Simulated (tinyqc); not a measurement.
Equal gaps, different models: fitting sp3s* parameters to three gaps by Newton steps.

sp3s* tight binding, nearest neighbours only: anion (a) at 0, cation (c) at a/4 (1,1,1), orbitals s, px, py, pz, s* on each; k in units of 2 pi/a. With phases e_j = exp(i (pi/2) k.n_j) for n = (1,1,1), (1,-1,-1), (-1,1,-1), (-1,-1,1): g0 = (e1+e2+e3+e4)/4, g1 = (e1+e2-e3-e4)/4, g2 = (e1-e2+e3-e4)/4, g3 = (e1-e2-e3+e4)/4. The diagonal holds the levels Esa, Epa, Exa (s*) and Esc, Epc, Exc. Anion-cation block: <sa|sc> = Vss g0; <sa|xc> = Vsapc g1; <xa|sc> = -Vscpa g1; <xa|xc> = Vxx g0; <xa|yc> = <ya|xc> = Vxy g3, <xa|zc> = <za|xc> = Vxy g2, <ya|zc> = <za|yc> = Vxy g1; <s*a|xc> = Vxapc g1; <xa|s*c> = -Vpaxc g1; y and z take g2 and g3 in place of g1; s-s* and s*-s* vanish.

Gaps are level 5 at Gamma, X = (1,0,0) and L = (1/2,1/2,1/2) less level 4 at Gamma; no spin-orbit coupling. Free parameters: Vss, Exa and Exc. H is linear in them, so by Hellmann-Feynman J_ij = <u|dH/dp_j|u> for level 5 at point i less the same for level 4 at Gamma. Newton: p(new) = p + J^-1 (target - gaps); stop when all misses are below 1e-7 eV.

Constants: hbar^2/2m0 = 3.80998211 eV angstrom^2.

Inputs chosen for the exercise (out of a larger set: near a published set for AlAs, fitted to gaps, whose masses and valley positions are rough; not measured data):

| symbol | value | unit | meaning |
|---|---|---|---|
| p | (-7.519, 0.985, -1.166, 3.586, 7.505, 6.743, -6.668, 1.882, 4.302, 5.121, 5.513, 4.513, 4.987) | eV | start, order Esa, Epa, Esc, Epc, Exa, Exc, Vss, Vxx, Vxy, Vsapc, Vscpa, Vxapc, Vpaxc |
| tg | (3.2439, 2.3012, 2.754) | eV | target gaps at Gamma, X, L |
| a | 5.661 | angstrom | lattice constant |

The same three targets are met with other triples of free parameters (those for which Newton converges within 3 eV of the start). Not fitted: level 5 at K = (3/4,3/4,0) above Ev, the spacing of levels 6 and 5 at X, the depth of level 2 at X below Ev, the valence width at Gamma, and the mass c q^2/(E(q) - E(0)) of level 5 along [100], q = 0.002 (2 pi/a), c = hbar^2/2m0.

Unfitted results:

| free parameters | largest change (eV) | K (eV) | X spacing (eV) | level 2 at X (eV) | valence width (eV) | mass (m0) |
|---|---|---|---|---|---|---|
| start | 0.000 | 2.376 | 0.377 | 6.539 | 11.726 | 0.2920 |
| Vss, Vxapc, Vpaxc | 0.219 | 2.356 | 0.488 | 6.485 | 11.925 | 0.3291 |
| Esc, Vxapc, Vpaxc | 0.498 | 2.356 | 0.269 | 6.594 | 11.649 | 0.3181 |
| Vss, Vsapc, Vpaxc | 0.266 | 2.356 | 0.546 | 6.451 | 11.925 | 0.3306 |
| Esa, Vxapc, Vscpa | 0.674 | 2.357 | 0.356 | 6.473 | 11.251 | 0.3407 |
| Vss, Exa, Exc | 0.297 | 2.356 | 0.497 | 6.521 | 11.925 | 0.3291 |
| Esc, Vsapc, Exc | 0.600 | 2.356 | 0.314 | 6.451 | 11.649 | 0.3197 |

What does the comparison show?

All fitted rows have the same three gaps, yet they spread by 1 meV at K, 277 meV in the X spacing, 143 meV in level 2 at X, 674 meV in the valence width and 6.9 % in the mass. The smallest change of parameters, 0.219 eV, is that of Vss, Vxapc, Vpaxc. A fit fixes what it was given and leaves the rest to the choice of free parameters.

(tinyqc, `OMP_NUM_THREADS=1 python tinyqc.py 1450687 1450688 out.jsonl`, Intel(R) Xeon(R) Processor @ 2.30GHz, 1 thread, shared host, about 0.1 s.)
